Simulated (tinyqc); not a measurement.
Starting guesses with plain Roothaan steps: SCF starting guesses in the sto-3g basis, for H4+, spin multiplicity 2. Computed by the program tinyqc with PySCF. UHF with one setting changed at a time; a run stops when the energy changes by less than 1e-09 hartree and the error matrix is below 1e-5. Starts: the lowest orbitals of the core Hamiltonian, of the Wolfsberg-Helmholz matrix (K = 1.75), projected atomic densities, random orbitals, and the highest orbitals of the core Hamiltonian (a deliberately bad start).

Geometry (angstrom):
```
atom       x       y       z
H     0.0000  0.0000  0.0000
H     0.0000  0.0000  1.5590
H     0.0000  0.0000  3.1450
H     0.0000  0.0000  4.7030
```

lowest solution found by these runs and by PySCF with stability checks = -1.558893 hartree

Largest element of the error matrix X^T (FDS - SDF) X:
```
iteration     core  Wolfsberg-Helmholz  atomic densities   random  highest core orbitals
1          1.6e-01             1.1e-01           1.2e-02  1.8e-01                4.2e-02
2          3.4e-02             2.5e-02           5.7e-02  1.6e-01                3.3e-02
3          3.5e-02             3.0e-02           2.9e-02  5.1e-02                5.9e-02
4          3.1e-02             2.6e-02           2.9e-02  1.9e-02                2.3e-02
5          2.8e-02             2.0e-02           2.4e-02  1.9e-02                8.8e-03
6          2.2e-02             1.4e-02           1.8e-02  2.2e-02                4.5e-03
8          1.1e-02             6.1e-03           8.6e-03  2.8e-02                1.9e-03
10         4.5e-03             2.4e-03           3.4e-03  2.1e-02                7.5e-04
14         6.5e-04             3.3e-04           4.8e-04  5.9e-03                1.1e-04
20         3.7e-05             2.0e-05           2.7e-05  2.0e-03                1.2e-05
30               -                   -                 -  6.5e-04                      -
45               -                   -                 -  1.2e-04                      -
60               -                   -                 -  2.3e-05                      -
```

How each run ends:
```
run                    iterations  E (hartree)                                                        state
core                           24     -1.55889                                                 lowest found
Wolfsberg-Helmholz             23     -1.55889                                                 lowest found
atomic densities               23     -1.55889                                                 lowest found
random                        >60     -1.55889  falls steadily but slowly, by a factor of about 0.89 a step
highest core orbitals          21     -1.55889                                                 lowest found
```

What does the comparison show, and why?

4 of 5 runs reach the lowest solution found, in 21 to 24 iterations (fastest: highest core orbitals). Not converged: random. The first errors are 2e-01, 1e-01, 1e-02, 2e-01, 4e-02.
